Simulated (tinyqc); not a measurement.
From results back to parameters: heterojunction of two tight-binding chains. Five cases, with inputs chosen for the exercise.

Problem. A state bound at the interface below both bands solves E - 2 t1 - U + t1 z1 + (tc^2/t2) z2 = 0, with z the root of z + 1/z = 2 - (E - bottom)/t that has |z| < 1. Its energy was computed for a hidden U.

Left chain: hopping -t1, sites at 2 t1 (band bottom 0). Right chain: hopping -t2, sites at dE + 2 t2 (bottom dE). t = c/(m a^2), c = hbar^2/2m0. The bond across the interface is -tc with tc = f sqrt(t1 t2), and the last left site has the extra energy U. In a chain E = bottom + 2t (1 - cos(ka)); the surface Green function of a half chain is g = -exp(ika)/t, with Im k > 0 where cos(ka) > 1.

Constants: hbar^2/2m0 = 3.80998211 eV angstrom^2.

Find: z1, z2; U.

Method. Form the hoppings, solve the two quadratics for z, and read U from the equation, which is linear in it.

Case 1.

Values chosen (masses and offset of the size met at InGaAs / InP; not measured data): a = 5 angstrom (site spacing); m1 = 0.043 m0 (mass on the left); m2 = 0.073 m0 (mass on the right); dE = 0.29 eV (band offset); f = 1 (factor on the interface hopping).

E = -0.003723 eV

Solution.

z1, z2: 0.9681  0.6887

U = -1.22 eV

Case 2.

Values chosen (masses and offset of the size met at GaN / AlGaN; not measured data): a = 4 angstrom (site spacing); m1 = 0.208 m0 (mass on the left); m2 = 0.225 m0 (mass on the right); dE = 0.38 eV (band offset); f = 0.96 (factor on the interface hopping).

E = -0.189348 eV

Solution.

z1, z2: 0.6677  0.4878

U = -1.20 eV

Case 3.

Values chosen (masses and offset of the size met at GaAs / AlGaAs; not measured data): a = 4 angstrom (site spacing); m1 = 0.069 m0 (mass on the left); m2 = 0.088 m0 (mass on the right); dE = 0.21 eV (band offset); f = 1 (factor on the interface hopping).

E = -0.037977 eV

Solution.

z1, z2: 0.9005  0.7396

U = -1.28 eV

Case 4.

Values chosen (masses and offset of the size met at Si / SiGe; not measured data): a = 4 angstrom (site spacing); m1 = 0.186 m0 (mass on the left); m2 = 0.192 m0 (mass on the right); dE = 0.15 eV (band offset); f = 1 (factor on the interface hopping).

E = -0.040069 eV

Solution.

z1, z2: 0.8380  0.6777

U = -0.66 eV

Case 5.

Values chosen (masses and offset of the size met at GaN / AlGaN; not measured data): a = 5 angstrom (site spacing); m1 = 0.197 m0 (mass on the left); m2 = 0.245 m0 (mass on the right); dE = 0.53 eV (band offset); f = 1.16 (factor on the interface hopping).

E = -0.476363 eV

Solution.

z1, z2: 0.4649  0.3015

U = -1.35 eV

Computed by tinyqc, one run a case: `OMP_NUM_THREADS=1 python tinyqc.py N N+1 out.jsonl` with N = 1450897, 1451231, 1451306, 1451602, 1451755; one thread of a shared Intel(R) Xeon(R) Processor @ 2.30GHz, about 0.01 s a run at most.
